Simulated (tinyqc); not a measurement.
Inside a calculation: quasiparticle equation with a plasmon-pole self-energy for two band edges. Values are carried at full precision from step to step, so a last printed digit may differ when a step is redone from the rounded ones.

For each edge E = e + X + Sc(E), with the correlation part Sc(E) = A[0]/(E - a + w) + A[1]/(E - b - w); a and b are the valence and conduction energies that enter the Green function (a = ev, b = ec in the one-shot scheme). Z = 1/(1 - dSc/dE), dSc/dE = -A[0]/(E - a + w)^2 - A[1]/(E - b - w)^2.

Values chosen for the exercise (scales of the order of those of HfO2; not measured data):
```
symbol  value         unit  meaning
ev      0             eV    mean-field valence top
ec      3.95          eV    mean-field conduction edge
w       14.3          eV    pole energy
Av      (34.8, 17.4)  eV^2  weights of the valence state on the hole and electron poles
Ac      (14.3, 32.7)  eV^2  the same for the conduction state
Xv      -2.63         eV    exchange minus the mean-field potential, valence
Xc      2.48          eV    the same, conduction
```

## Linearised one-shot correction

Evaluate Sc and its slope at the mean-field energy; E = e + Z (X + Sc).

Terms:
```
edge        Sc (eV)   dSc/dE       Z  X + Sc (eV)   E (eV)
valence      1.4801  -0.2224  0.8180      -1.1499  -0.9406
conduction  -1.5032  -0.2028  0.8314       0.9768   4.7621
```

gap = 5.7028 eV
gap with Z = 1 = 6.0767 eV

The gap opens by 1.753 eV, 54 % of it by lowering the valence top. Setting Z = 1 would overshoot by 0.374 eV. X and Sc have opposite signs and are each larger than the sum they leave, so both must be converged well.

## Solving the equation for the conduction edge

Newton steps on f(E) = E - ec - Xc - Sc(E) from E = ec; the first step is the linearised result.

Iterates:
```
step   E (eV)   Sc (eV)     f (eV)
0     3.95000  -1.50315  -0.976848
1     4.76211  -1.67422   0.006334
2     4.75692  -1.67308   0.000000
3     4.75692  -1.67308   0.000000
```

The linearisation errs by +5.2 meV, as the shift is only 0.056 of the pole energy.

## All solutions for the valence state

Multiplying out gives a cubic; give its three roots and their weights Z.

roots (eV): [-16.838, -0.934, 19.091]

weights: [0.1558, 0.8051, 0.0391]

The weights add up to 1. The satellite below lies 15.90 eV from the main peak, 11 % more than w: this scheme places plasmon satellites too far out, and gives one where a cumulant form gives a series.

## Updating the energies in the Green function

Solve both equations exactly, put the results in place of a and b, and repeat five times; w is kept.

Cycles (eV):
```
cycle       Ev      Ec     gap
1      -0.9335  4.7569  5.6904
2      -1.0433  4.8419  5.8852
3      -1.0558  4.8501  5.9059
4      -1.0573  4.8509  5.9081
5      -1.0574  4.8509  5.9083
```

The update moves the gap by +218 meV from the one-shot value; each cycle shrinks the change to about 0.11 of the one before.

## Checks

- Sum of the weights of the three roots: both 1.000000.
- Newton result against the root by bisection (eV): both 4.75692.

(tinyqc, `OMP_NUM_THREADS=1 python tinyqc.py 1880271 1880272 out.jsonl`, Intel(R) Xeon(R) Processor @ 2.30GHz, 1 thread, shared host, about 0.01 s.)
